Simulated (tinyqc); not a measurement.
# Reverse leakage of an n+-p junction: diffusion, generation, trap-assisted and band-to-band tunnelling: leakage components against the acceptor density of the lighter side

One-sided abrupt junction in the depletion approximation, x from the junction (0) to W on the p side, field F = F0 (1 - x/W). Flat quasi-Fermi levels, long p side. Traps generate through SRH with both lifetimes shortened by 1 + Gamma (Hurkx enhancement, form for moderate fields); band-to-band generation is local and needs a total bending above Eg.

ni = sqrt(Nc Nv) exp(-Eg/(2 Vt)), Eg in volts; Vbi = Vt ln(Na Nd/ni^2); W = sqrt(2 eps0 eps_r (Vbi + VR)/(q Na)); F0 = 2 (Vbi + VR)/W; FG = sqrt(24 mt m0 (kB T)^3)/(q hbar); J_diff = q ni^2 sqrt(Dn/tau)(1 - exp(-VR/Vt))/Na. u = (Vbi + VR)(1 - x/W)^2, p = Na exp(-u/Vt), n = Nd exp((u - Vbi - VR)/Vt); G0 = ni^2 (1 - exp(-VR/Vt))/(tau (n + p + 2 ni cosh(Et/Vt))); Gamma = 2 sqrt(3 pi)(F/FG) exp((F/FG)^2); trap-assisted part G0 Gamma; G_bb = Ab F^2.5 exp(-Bb/F) with F in V/cm, zero unless Vbi + VR > Eg. Currents are q times the integrals over 0 to W; J_bb under 1e-8 of J is printed as 0; rows with F0/FG above 2.2, beyond the range of this Gamma, are left out.

Parameters, values chosen for the exercise; band and dielectric values close to those of silicon:
- T = 300 K (temperature)
- Eg = 1.11 eV (band gap)
- eps_r = 11.5 (relative permittivity)
- Nc = 2.85e19 cm^-3 (conduction-band density of states at T)
- Nv = 2.61e19 cm^-3 (valence-band density of states at T)
- Nd = 5e19 cm^-3 (donor density of the heavier side)
- tau = 9e-7 s (SRH lifetime of both carriers at zero field)
- Et = 0 eV (trap level above the intrinsic level)
- mt = 0.27 m0 (tunnelling mass)
- Dn = 3.2 cm^2/s (electron diffusion coefficient on the lighter side)
- Ab = 3.5e14 cm^-0.5 V^-2.5 s^-1 (band-to-band prefactor)
- Bb = 1.87e7 V/cm (band-to-band field constant)
- VR = 1.3 V (reverse bias)

Constants: q = 1.602176634e-19 C, kB = 1.380649e-23 J/K, hbar = 1.054571817e-34 J s, m0 = 9.1093837015e-31 kg, Vt = kB T/q, eps0 = 8.8541878128e-14 F/cm where lengths are in cm. Results are converted to the units shown.

Leakage components against the acceptor density of the lighter side:
```
Na (cm^-3)  F0 (kV/cm)  F0/FG  J_diff (A/cm^2)  J_SRH (A/cm^2)  J_TAT (A/cm^2)  J_bb (A/cm^2)  J (A/cm^2)              largest part
1e16              83.6  0.218         5.06e-12         2.94e-8         2.52e-8              0     5.46e-8            SRH generation
2.4e16             130  0.340         2.11e-12         1.87e-8         2.60e-8              0     4.47e-8  trap-assisted tunnelling
5.6e16             200  0.521         9.04e-13         1.21e-8         2.80e-8              0     4.01e-8  trap-assisted tunnelling
1.3e17             306  0.798         3.90e-13         7.82e-9         3.34e-8              0     4.12e-8  trap-assisted tunnelling
3.2e17             482   1.26         1.58e-13         4.92e-9         5.39e-8       2.94e-14     5.88e-8  trap-assisted tunnelling
7.5e17             742   1.94         6.75e-14         3.17e-9         1.78e-7        6.42e-8     2.45e-7  trap-assisted tunnelling
```

J goes from 5.46e-8 through a minimum of 4.01e-8 (at Na = 5.6e16 among the rows listed) to 2.45e-7 A/cm^2. SRH generation leads at Na = 1e16, trap-assisted tunnelling from 2.4e16 on. The ratio J_TAT/J_SRH goes from 0.856 to 56.0 as F0/FG goes from 0.218 to 1.94.

Range of the model: The n+ side is degenerate, so Vbi from Boltzmann statistics is only a guide.

Program tinyqc, `OMP_NUM_THREADS=1 python tinyqc.py 2290047 2290048 out.jsonl`; Intel Xeon 2.30GHz, shared host, one thread, about 0.01 s.
